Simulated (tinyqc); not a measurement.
Inside a calculation. Method: plane-wave Kohn-Sham cycle with exchange-only LDA in a layered model solid. One step of it, computed by the program tinyqc.

Question. Iteration 2: potential. V_H(G) = 4 pi rho(G)/G^2 for G != 0 (uniform background); v_x = -(3 rho/pi)^(1/3); V = V_ext + V_H + v_x; Fourier components f(G_m) = (1/N) sum_j f(x_j) exp(-i G_m x_j).

A solid whose potential varies along x alone (atomic units):
```
parameter                      value
period a                    5.800000
cross-section of the cell  37.000000
electrons per cell                 2
grid points                       16
plane waves -n..n, n               3
k points                           2
V1 in V1 cos(2 pi x/a)     -0.690000
V2 in V2 cos(4 pi x/a)      0.040000
```

density after iteration 1 (e/bohr^3): 0.01432260  0.01358681  0.01178181  0.00976491  0.00820274  0.00727466  0.00682893  0.00665228  0.00660775  0.00665228  0.00682893  0.00727466  0.00820274  0.00976491  0.01178181  0.01358681

Give: Potentials on the grid; V(G_m), m = 0, 1, 2, ....

Answer.

Potentials on the grid (hartree):
```
x         V_ext      V_H      v_x        V
0.0000  -0.6500   0.0427  -0.2391  -0.8465
0.3625  -0.6092   0.0386  -0.2350  -0.8055
0.7250  -0.4879   0.0277  -0.2241  -0.6843
1.0875  -0.2923   0.0127  -0.2105  -0.4901
1.4500  -0.0400  -0.0030  -0.1986  -0.2416
1.8125   0.2358  -0.0170  -0.1908   0.0279
2.1750   0.4879  -0.0277  -0.1868   0.2734
2.5375   0.6658  -0.0343  -0.1852   0.4462
2.9000   0.7300  -0.0366  -0.1848   0.5086
3.2625   0.6658  -0.0343  -0.1852   0.4462
3.6250   0.4879  -0.0277  -0.1868   0.2734
3.9875   0.2358  -0.0170  -0.1908   0.0279
4.3500  -0.0400  -0.0030  -0.1986  -0.2416
4.7125  -0.2923   0.0127  -0.2105  -0.4901
5.0750  -0.4879   0.0277  -0.2241  -0.6843
5.4375  -0.6092   0.0386  -0.2350  -0.8055
```

V(G_m), m = 0, 1, 2, ... (hartree): -0.2054  -0.3387  0.0182  -0.0001  0.0000  0.0000  0.0000
